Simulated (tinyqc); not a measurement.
Dopants and charged point defects at anneal temperature: Fermi-level effect, clustering and pairing: one step, computed by the program tinyqc.

Boltzmann statistics and full ionisation of active dopants. Energies are counted from the valence band; the defect (a vacancy or self-interstitial) has five charge states, with all degeneracy factors one.

Question. Dopant diffusivity. If every charge state of the defect carries the dopant equally well, D = D_i x enhancement x h x (active share A/N, a rough stand-in that overstates the dA/dN which immobile clusters call for), D_i being an input held fixed when T or H_f is moved; diffusion length 2 sqrt(D t).

Inputs (values chosen for the exercise, for a model semiconductor):

| quantity | value | unit |
|---|---|---|
| anneal temperature T | 810 | K |
| total dopant density N | 4.5e+18 | cm^-3 |
| intrinsic dopant diffusivity D_i | 3.4e-16 | cm^2/s |
| anneal time t | 20 | s |

Dopant: acceptor. Second part: clustering of the dopant.

enhancement over intrinsic = 0.8812894

field enhancement h = 1.858871

active density A = 3.204208e+18 cm^-3

Give: effective diffusivity D; D/D_i; diffusion length.

Answer.

effective diffusivity D = 3.966e-16 cm^2/s

D/D_i = 1.166

diffusion length = 1.781 nm
